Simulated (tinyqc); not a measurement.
Plane-wave Kohn-Sham cycle with exchange-only LDA in a layered model solid, step by step. Computed by tinyqc, a small Python program that keeps every step. Settings: points = 16, plane-wave index or count = 3, electrons = 4, k points = 4, area = 18.0, mixing = 0.8, iteration cap = 79, Pulay depth = 3. Command: `OMP_NUM_THREADS=1 python tinyqc.py 25742 25743 out.jsonl` (the two numbers bound the seeds that draw the settings). One thread of a shared host (Intel(R) Xeon(R) Processor @ 2.60GHz), about 0.01 s of CPU time with the checks. Later iterations appear only in the table of the cycle.

## Iteration 1: potential

A solid whose potential varies along x alone (atomic units):
```
parameter                      value
period a                   12.400000
cross-section of the cell  18.000000
electrons per cell                 4
grid points                       16
plane waves -n..n, n               3
k points                           4
V1 in V1 cos(2 pi x/a)     -0.620000
```

density at the start, on the grid x_j = j a/N (e/bohr^3): [0.0179211, 0.0179211, 0.0179211, 0.0179211, 0.0179211, 0.0179211, 0.0179211, 0.0179211, 0.0179211, 0.0179211, 0.0179211, 0.0179211, 0.0179211, 0.0179211, 0.0179211, 0.0179211]

V_H(G) = 4 pi rho(G)/G^2 for G != 0 (uniform background); v_x = -(3 rho/pi)^(1/3); V = V_ext + V_H + v_x; Fourier components f(G_m) = (1/N) sum_j f(x_j) exp(-i G_m x_j).

Potentials on the grid (hartree):
```
x            V_ext      V_H       v_x         V
0.00000   -0.62000  0.00000  -0.25770  -0.87770
0.77500   -0.57281  0.00000  -0.25770  -0.83050
1.55000   -0.43841  0.00000  -0.25770  -0.69611
2.32500   -0.23726  0.00000  -0.25770  -0.49496
3.10000          0  0.00000  -0.25770  -0.25770
3.87500    0.23726  0.00000  -0.25770  -0.02044
4.65000    0.43841  0.00000  -0.25770   0.18071
5.42500    0.57281  0.00000  -0.25770   0.31511
6.20000    0.62000  0.00000  -0.25770   0.36230
6.97500    0.57281  0.00000  -0.25770   0.31511
7.75000    0.43841  0.00000  -0.25770   0.18071
8.52500    0.23726  0.00000  -0.25770  -0.02044
9.30000          0  0.00000  -0.25770  -0.25770
10.07500  -0.23726  0.00000  -0.25770  -0.49496
10.85000  -0.43841  0.00000  -0.25770  -0.69611
11.62500  -0.57281  0.00000  -0.25770  -0.83050
```

V(G_m), m = 0, 1, 2, ... (hartree): [-0.25770, -0.31000, 0.00000, 0.00000, 0.00000, 0.00000, 0.00000]

## Iteration 1: Hamiltonian at one k

k = 0.12500 2 pi / a

H(m,m') = (k + G_m)^2/2 delta + V(G_m - G_m'), with V(-G) = V(G).

H (hartree), order -3, -2, -1, +0, +1, +2, +3:
```
[[0.80342, -0.31000, 0.00000, 0.00000, 0.00000, 0.00000, 0.00000],
 [-0.31000, 0.19363, -0.31000, 0.00000, 0.00000, 0.00000, 0.00000],
 [0.00000, -0.31000, -0.15941, -0.31000, 0.00000, 0.00000, 0.00000],
 [0.00000, 0.00000, -0.31000, -0.25569, -0.31000, 0.00000, 0.00000],
 [0.00000, 0.00000, 0.00000, -0.31000, -0.09522, -0.31000, 0.00000],
 [0.00000, 0.00000, 0.00000, 0.00000, -0.31000, 0.32200, -0.31000],
 [0.00000, 0.00000, 0.00000, 0.00000, 0.00000, -0.31000, 0.99598]]
```

## Iteration 1: levels at that k

Diagonalise the Hermitian matrix.

eigenvalues (hartree): [-0.68651, -0.32194, -0.00179, 0.29635, 0.44095, 0.94878, 1.12885]

## Iteration 1: new density

Motion across x is left out: the lowest 2 band(s) hold two electrons at each of the k points (j + 1/2)/nk - 1/2. Residual R = rho(out) - rho(in); rho(new) = rho(in) + 0.8 R. rho(out) = 2/(a A nk) sum |psi|^2 with psi = sum c exp(i G x). Harris energy E = band energy - dV sum rho (V_H/2 + v_x) + (3/4) dV sum rho v_x with rho(in), dV = a A/N, band energy = (2/nk) sum of the filled levels.

rho(out) (e/bohr^3): [0.0378007, 0.0421630, 0.0419048, 0.0268464, 0.0103227, 0.0025414, 0.0005338, 0.0001337, 0.0000459, 0.0001337, 0.0005338, 0.0025414, 0.0103227, 0.0268464, 0.0419048, 0.0421630]

density after iteration 1 (e/bohr^3): [0.0338248, 0.0373147, 0.0371081, 0.0250614, 0.0118424, 0.0056173, 0.0040113, 0.0036912, 0.0036209, 0.0036912, 0.0040113, 0.0056173, 0.0118424, 0.0250614, 0.0371081, 0.0373147]

energy per cell = -1.7587892 hartree

## Iteration 2: potential

As before.

Potentials on the grid (hartree):
```
x            V_ext       V_H       v_x         V
0.00000   -0.62000   0.95767  -0.31847   0.01920
0.77500   -0.57281   0.89496  -0.32907  -0.00691
1.55000   -0.43841   0.68835  -0.32846  -0.07851
2.32500   -0.23726   0.34519  -0.28818  -0.18025
3.10000          0  -0.05131  -0.22446  -0.27577
3.87500    0.23726  -0.40675  -0.17505  -0.34454
4.65000    0.43841  -0.67221  -0.15647  -0.39027
5.42500    0.57281  -0.83340  -0.15219  -0.41279
6.20000    0.62000  -0.88733  -0.15122  -0.41854
6.97500    0.57281  -0.83340  -0.15219  -0.41279
7.75000    0.43841  -0.67221  -0.15647  -0.39027
8.52500    0.23726  -0.40675  -0.17505  -0.34454
9.30000          0  -0.05131  -0.22446  -0.27577
10.07500  -0.23726   0.34519  -0.28818  -0.18025
10.85000  -0.43841   0.68835  -0.32846  -0.07851
11.62500  -0.57281   0.89496  -0.32907  -0.00691
```

V(G_m), m = 0, 1, 2, ... (hartree): [-0.23609, 0.10965, 0.01880, 0.00024, -0.00083, -0.00064, 0.00022]

## Iteration 2: Hamiltonian at one k

k = 0.12500 2 pi / a

As before.

H (hartree), order -3, -2, -1, +0, +1, +2, +3:
```
[[0.82503, 0.10965, 0.01880, 0.00024, -0.00083, -0.00064, 0.00022],
 [0.10965, 0.21524, 0.10965, 0.01880, 0.00024, -0.00083, -0.00064],
 [0.01880, 0.10965, -0.13780, 0.10965, 0.01880, 0.00024, -0.00083],
 [0.00024, 0.01880, 0.10965, -0.23408, 0.10965, 0.01880, 0.00024],
 [-0.00083, 0.00024, 0.01880, 0.10965, -0.07361, 0.10965, 0.01880],
 [-0.00064, -0.00083, 0.00024, 0.01880, 0.10965, 0.34361, 0.10965],
 [0.00022, -0.00064, -0.00083, 0.00024, 0.01880, 0.10965, 1.01759]]
```

## Iteration 2: levels at that k

As before.

eigenvalues (hartree): [-0.33621, -0.15712, -0.02059, 0.23192, 0.35614, 0.84564, 1.03619]

## Iteration 2: new density

B (overlaps of the stored error matrices):
```
[[5.0257833e-03, -7.1906495e-03],
 [-7.1906495e-03, 1.0352716e-02]]
```

Motion across x is left out: the lowest 2 band(s) hold two electrons at each of the k points (j + 1/2)/nk - 1/2. Residual R = rho(out) - rho(in); rho(new) = rho(in) + 0.8 R; Pulay mixing then takes sum c_i of the stored mixed densities, with c from B_ij = sum R_i R_j as in DIIS. rho(out) = 2/(a A nk) sum |psi|^2 with psi = sum c exp(i G x). Harris energy E = band energy - dV sum rho (V_H/2 + v_x) + (3/4) dV sum rho v_x with rho(in), dV = a A/N, band energy = (2/nk) sum of the filled levels.

rho(out) (e/bohr^3): [0.0016321, 0.0024264, 0.0053992, 0.0116919, 0.0208996, 0.0291419, 0.0315445, 0.0284244, 0.0260505, 0.0284244, 0.0315445, 0.0291419, 0.0208996, 0.0116919, 0.0053992, 0.0024264]

DIIS coefficients: [0.58950, 0.41050]

density after iteration 2 (e/bohr^3): [0.0232527, 0.0258573, 0.0266948, 0.0206708, 0.0148168, 0.0133428, 0.0130532, 0.0118136, 0.0109868, 0.0118136, 0.0130532, 0.0133428, 0.0148168, 0.0206708, 0.0266948, 0.0258573]

energy per cell = -1.7286070 hartree

## Convergence

Stop when sqrt(dV sum R^2) is below 1e-8, dV = a A/N.

Course of the cycle:
```
iteration  E (hartree)  norm of the residual
1           -1.7587892              2.65e-01
2           -1.7286070              3.80e-01
3           -1.0698973              1.11e-01
4           -1.0552203              1.03e-01
5           -1.0120985              9.36e-02
6           -0.9850751              1.24e-02
7           -0.9845834              7.18e-03
8           -0.9844293              1.56e-03
9           -0.9844252              9.13e-05
10          -0.9844252              3.10e-05
11          -0.9844252              4.32e-05
12          -0.9844252              3.02e-06
13          -0.9844252              8.59e-07
14          -0.9844252              1.06e-07
15          -0.9844252              1.98e-08
16          -0.9844252              3.90e-09
```

Converged in 16 iterations. Before convergence this energy mixes input and output and is not variational, so it may rise towards its limit.
